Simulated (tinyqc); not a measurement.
Worked calculation: RHF in the 6-311g basis, for H2, spin multiplicity 1. One step of it, computed by the program tinyqc.

Problem. Iteration 2: building the Fock matrix. J_ij = sum D_kl (ij|kl), K_ij = sum D_kl (ik|jl); F = H + J - 0.5 K; E = tr D H + tr D J / 2 - 0.25 tr D K + E_nn.

D after iteration 1, order 1H 1s, 1H 2s, 1H 3s, 2H 1s, 2H 2s, 2H 3s:
```
[[0.052759, 0.103140, 0.131115, 0.026371, 0.140477, -0.070575],
 [0.103140, 0.201634, 0.256322, 0.051553, 0.274626, -0.137971],
 [0.131115, 0.256322, 0.325844, 0.065536, 0.349112, -0.175392],
 [0.026371, 0.051553, 0.065536, 0.013181, 0.070215, -0.035276],
 [0.140477, 0.274626, 0.349112, 0.070215, 0.374042, -0.187916],
 [-0.070575, -0.137971, -0.175392, -0.035276, -0.187916, 0.094408]]
```

core Hamiltonian H = T + V (hartree), order 1H 1s, 1H 2s, 1H 3s, 2H 1s, 2H 2s, 2H 3s:
```
[[-0.480172, -0.983205, -0.656250, -0.565594, -0.702033, -0.556202],
 [-0.983205, -1.035349, -0.839564, -0.702033, -0.875973, -0.758666],
 [-0.656250, -0.839564, -0.801208, -0.556202, -0.758666, -0.753088],
 [-0.565594, -0.702033, -0.556202, -0.480172, -0.983205, -0.656250],
 [-0.702033, -0.875973, -0.758666, -0.983205, -1.035349, -0.839564],
 [-0.556202, -0.758666, -0.753088, -0.656250, -0.839564, -0.801208]]
```

Two-electron integrals (ij|kl) in chemists' order, unique and non-zero (hartree):
```
(11|11) 1.393035   (21|11) 0.822971   (21|21) 0.509703   (22|11) 0.822904
(22|21) 0.543028   (22|22) 0.644106   (31|11) 0.411256   (31|21) 0.257757
(31|22) 0.279868   (31|31) 0.130794   (32|11) 0.543681   (32|21) 0.365771
(32|22) 0.452669   (32|31) 0.189803   (32|32) 0.325140   (33|11) 0.494021
(33|21) 0.340115   (33|22) 0.445993   (33|31) 0.178035   (33|32) 0.331779
(33|33) 0.361682   (41|11) 0.243624   (41|21) 0.154899   (41|22) 0.171199
(41|31) 0.078881   (41|32) 0.116642   (41|33) 0.109931   (41|41) 0.066504
(42|11) 0.306531   (42|21) 0.206123   (42|22) 0.251503   (42|31) 0.106816
(42|32) 0.178292   (42|33) 0.177209   (42|41) 0.096446   (42|42) 0.161617
(43|11) 0.206579   (43|21) 0.140791   (43|22) 0.177168   (43|31) 0.073322
(43|32) 0.127570   (43|33) 0.129841   (43|41) 0.066476   (43|42) 0.116768
(43|43) 0.086057   (44|11) 0.664043   (44|21) 0.459079   (44|22) 0.588765
(44|31) 0.240074   (44|32) 0.425290   (44|33) 0.432512   (44|41) 0.243624
(44|42) 0.449401   (44|43) 0.332306   (44|44) 1.393035   (51|11) 0.449401
(51|21) 0.280463   (51|22) 0.302381   (51|31) 0.142137   (51|32) 0.204533
(51|33) 0.191197   (51|41) 0.096446   (51|42) 0.132467   (51|43) 0.090849
(51|44) 0.306531   (51|51) 0.161617   (52|11) 0.523325   (52|21) 0.349341
(52|22) 0.424539   (52|31) 0.180762   (52|32) 0.301908   (52|33) 0.302918
(52|41) 0.130796   (52|42) 0.207869   (52|43) 0.149809   (52|44) 0.523325
(52|51) 0.207869   (52|52) 0.314450   (53|11) 0.394576   (53|21) 0.268926
(53|22) 0.343214   (53|31) 0.140217   (53|32) 0.250824   (53|33) 0.263766
(53|41) 0.102905   (53|42) 0.173926   (53|43) 0.128853   (53|44) 0.450708
(53|51) 0.161495   (53|52) 0.262952   (53|53) 0.230551   (54|11) 0.459079
(54|21) 0.315439   (54|22) 0.403071   (54|31) 0.164724   (54|32) 0.292050
(54|33) 0.299649   (54|41) 0.154899   (54|42) 0.280463   (54|43) 0.208458
(54|44) 0.822971   (54|51) 0.206123   (54|52) 0.349341   (54|53) 0.303659
(54|54) 0.509703   (55|11) 0.588765   (55|21) 0.403071   (55|22) 0.518324
(55|31) 0.210458   (55|32) 0.379689   (55|33) 0.399751   (55|41) 0.171199
(55|42) 0.302381   (55|43) 0.226666   (55|44) 0.822904   (55|51) 0.251503
(55|52) 0.424539   (55|53) 0.377066   (55|54) 0.543028   (55|55) 0.644106
(61|11) 0.332306   (61|21) 0.208458   (61|22) 0.226666   (61|31) 0.105806
(61|32) 0.153805   (61|33) 0.144369   (61|41) 0.066476   (61|42) 0.090849
(61|43) 0.062425   (61|44) 0.206579   (61|51) 0.116768   (61|52) 0.149809
(61|53) 0.116494   (61|54) 0.140791   (61|55) 0.177168   (61|61) 0.086057
(62|11) 0.450708   (62|21) 0.303659   (62|22) 0.377066   (62|31) 0.157655
(62|32) 0.271338   (62|33) 0.277754   (62|41) 0.102905   (62|42) 0.161495
(62|43) 0.116494   (62|44) 0.394576   (62|51) 0.173926   (62|52) 0.262952
(62|53) 0.221097   (62|54) 0.268926   (62|55) 0.343214   (62|61) 0.128853
(62|62) 0.230551   (63|11) 0.426178   (63|21) 0.293910   (63|22) 0.387198
(63|31) 0.153952   (63|32) 0.288938   (63|33) 0.317038   (63|41) 0.101584
(63|42) 0.169734   (63|43) 0.126062   (63|44) 0.426178   (63|51) 0.169734
(63|52) 0.278311   (63|53) 0.247807   (63|54) 0.293910   (63|55) 0.387198
(63|61) 0.126062   (63|62) 0.247807   (63|63) 0.288494   (64|11) 0.240074
(64|21) 0.164724   (64|22) 0.210458   (64|31) 0.085997   (64|32) 0.152705
(64|33) 0.157243   (64|41) 0.078881   (64|42) 0.142137   (64|43) 0.105806
(64|44) 0.411256   (64|51) 0.106816   (64|52) 0.180762   (64|53) 0.157655
(64|54) 0.257757   (64|55) 0.279868   (64|61) 0.073322   (64|62) 0.140217
(64|63) 0.153952   (64|64) 0.130794   (65|11) 0.425290   (65|21) 0.292050
(65|22) 0.379689   (65|31) 0.152705   (65|32) 0.280519   (65|33) 0.300864
(65|41) 0.116642   (65|42) 0.204533   (65|43) 0.153805   (65|44) 0.543681
(65|51) 0.178292   (65|52) 0.301908   (65|53) 0.271338   (65|54) 0.365771
(65|55) 0.452669   (65|61) 0.127570   (65|62) 0.250824   (65|63) 0.288938
(65|64) 0.189803   (65|65) 0.325140   (66|11) 0.432512   (66|21) 0.299649
(66|22) 0.399751   (66|31) 0.157243   (66|32) 0.300864   (66|33) 0.336178
(66|41) 0.109931   (66|42) 0.191197   (66|43) 0.144369   (66|44) 0.494021
(66|51) 0.177209   (66|52) 0.302918   (66|53) 0.277754   (66|54) 0.340115
(66|55) 0.445993   (66|61) 0.129841   (66|62) 0.263766   (66|63) 0.317038
(66|64) 0.178035   (66|65) 0.331779   (66|66) 0.361682
```

nuclear repulsion = 0.67411110 hartree

Give: Coulomb J; exchange K; Fock matrix F; total energy of this density.

Solution.

Coulomb J (hartree), order 1H 1s, 1H 2s, 1H 3s, 2H 1s, 2H 2s, 2H 3s:
```
[[1.5542, 1.0220, 0.5268, 0.3651, 0.5952, 0.4333],
 [1.0220, 1.2186, 0.8625, 0.5691, 0.8746, 0.7418],
 [0.5268, 0.8625, 0.8628, 0.4088, 0.7262, 0.7808],
 [0.3651, 0.5691, 0.4088, 1.4288, 0.9522, 0.4927],
 [0.5952, 0.8746, 0.7262, 0.9522, 1.1606, 0.8289],
 [0.4333, 0.7418, 0.7808, 0.4927, 0.8289, 0.8404]]
```

exchange K (hartree), order 1H 1s, 1H 2s, 1H 3s, 2H 1s, 2H 2s, 2H 3s:
```
[[0.9402, 0.9631, 0.6834, 0.5652, 0.7790, 0.6198],
 [0.9631, 1.1234, 0.8452, 0.7232, 0.9740, 0.7816],
 [0.6834, 0.8452, 0.6596, 0.5605, 0.7585, 0.6160],
 [0.5652, 0.7232, 0.5605, 0.7308, 0.7908, 0.5673],
 [0.7790, 0.9740, 0.7585, 0.7908, 0.9759, 0.7436],
 [0.6198, 0.7816, 0.6160, 0.5673, 0.7436, 0.5901]]
```

Fock matrix F (hartree), order 1H 1s, 1H 2s, 1H 3s, 2H 1s, 2H 2s, 2H 3s:
```
[[0.6039, -0.4428, -0.4712, -0.4830, -0.4963, -0.4328],
 [-0.4428, -0.3784, -0.3996, -0.4946, -0.4883, -0.4077],
 [-0.4712, -0.3996, -0.2682, -0.4277, -0.4117, -0.2803],
 [-0.4830, -0.4946, -0.4277, 0.5833, -0.4264, -0.4472],
 [-0.4963, -0.4883, -0.4117, -0.4264, -0.3627, -0.3825],
 [-0.4328, -0.4077, -0.2803, -0.4472, -0.3825, -0.2558]]
```

total energy of this density = -1.086475 hartree
